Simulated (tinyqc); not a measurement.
# Surface segregation during layer-by-layer epitaxy: two-layer exchange kinetics and the shape of quantum wells and delta layers, step by step

A worked calculation. Computed by tinyqc, a small Python program that keeps every step. Command: `OMP_NUM_THREADS=1 python tinyqc.py 3026341 3026342 out.jsonl mbeseg walk`. One thread of a shared host (Intel(R) Xeon(R) Processor @ 2.30GHz), about 0.01 s of CPU time with the checks. Intermediate numbers are printed to about 6 digits and carried at full precision; extremes and crossings named in words are read from the listed rows.

Atoms A and B exchange only between the growing layer and the one below it. B is supplied for N layers, then pure A follows.

Inputs (values chosen for the exercise, close to those used for germanium in silicon):

| quantity | value | unit |
|---|---|---|
| barrier E1 for B to move up | 1.63 | eV |
| segregation energy E_s | 0.27 | eV |
| attempt frequency nu | 10 | THz |
| growth rate G | 0.45 | layers/s |
| share x0 of B in the flux during the well | 0.15 | - |
| layers in the well N | 1 | - |
| layer thickness | 1.36 | angstrom |
| temperature T | 300 | C |

Constants: k_B = 8.617333262e-05 eV/K.

## Exchange rates

p1 = nu exp(-E1/(k_B T)) (B up, A down), p2 = nu exp(-(E1 + E_s)/(k_B T)) (B down); time per layer tau = 1/G; K = p1/p2. Temperatures in kelvin are T(C) + 273.15. Dilute equilibrium share passed up per layer R_eq = K/(1 + K).

p1 = 0.0464740 1/s

p2 = 1.96366e-04 1/s

p1 tau = 0.103276

K = 236.670

R_eq = 0.995792

Exchange is slow against growth: segregation is kinetically frozen.

## The second layer

Each layer is deposited complete with B share x_dep and then exchanges for the time tau = 1/G with the layer below, whose share is b (total c = s + b fixed): ds/dt = p1 b (1 - s) - p2 s (1 - b), s(0) = x_dep. With the roots s1 < s2 of the right side, (s - s1)/(s - s2) = [(s(0) - s1)/(s(0) - s2)] exp(-(p1 - p2)(s2 - s1) tau). The lower layer is then buried with c - s, and s becomes the b of the next layer. Layer 1 is deposited on pure A with share x0; with nothing to lift from below, take b = 0 and s(0) = x0 for it. Then layer 2 has x_dep = 0.

share in layer 1 after its exchange = 0.149937

root s1 for layer 2 = 0.149197

root s2 for layer 2 = 1.00923

share in layer 2 after its exchange = 0.0146054

share buried in layer 1 = 0.135332

## Buried profile

In the dilute tail each layer passes up the share R = R_eq (1 - exp(-(p1 + p2) tau)); decay length = -layer thickness/ln R. Index 0 is the last layer of pure A below the well. Share of B outside the intended layers 1..N = 1 - (sum over 1..N)/(N x0).

Share of B:

| layer | intended | buried |
|---|---|---|
| 0 | 0.00 | 0.000063 |
| 1 | 0.15 | 0.135332 |
| 2 | 0.00 | 0.013174 |
| 3 | 0.00 | 0.001291 |
| 4 | 0.00 | 0.000127 |
| 5 | 0.00 | 0.000012 |
| 6 | 0.00 | 0.000001 |
| 7 | 0.00 | 0.000000 |
| 11 | 0.00 | 0.000000 |
| 16 | 0.00 | 0.000000 |
| 26 | 0.00 | 0.000000 |

share passed up R = 0.0981006

decay length = 0.585762 angstrom

peak share (largest buried share) = 0.135332

share of B outside the well = 0.0977868

The peak reaches 90 % of x0. B is missing at the lower interface and trails into the cap. Caution: a decay length below one layer thickness is only formal. Caution: two-layer exchange with complete layers is a simplification that can understate segregation at low temperature; desorption, step-edge exchange and surfactants are left out.

## Kinetic against equilibrium segregation over temperature

R_eq = K/(1 + K).

Segregation:

| T (C) | p1 tau | R_eq | R | decay length (angstrom) | peak share |
|---|---|---|---|---|---|
| 180 | 1.65382e-05 | 0.999008 | 1.65381e-05 | 1.23526e-01 | 0.149998 |
| 220 | 4.88537e-04 | 0.998262 | 4.88418e-04 | 1.78376e-01 | 0.149927 |
| 260 | 8.68298e-03 | 0.997204 | 8.64529e-03 | 2.86271e-01 | 0.148700 |
| 300 | 1.03276e-01 | 0.995792 | 9.81006e-02 | 5.85762e-01 | 0.135332 |
| 340 | 8.89251e-01 | 0.994000 | 5.87689e-01 | 2.55852e+00 | 0.064339 |
| 380 | 5.88201e+00 | 0.991814 | 9.89179e-01 | 1.24996e+02 | 0.002205 |
| 420 | 3.12845e+01 | 0.989231 | 9.89231e-01 | 1.25608e+02 | 0.001889 |
| 460 | 1.38654e+02 | 0.986260 | 9.86260e-01 | 9.83027e+01 | 0.002406 |

The decay length peaks at 420 C among these rows: below, exchange is too slow; above, equilibrium rules and K = exp(E_s/(k_B T)) falls. p1 tau passes 1 between 340 and 380 C, below which sharp interfaces can be grown. Caution: decay lengths below one layer thickness are only formal.

Checks made by the program: closed form against integration of the exchange equation (relative difference below 1e-10); conservation of B (relative difference below 1e-10).
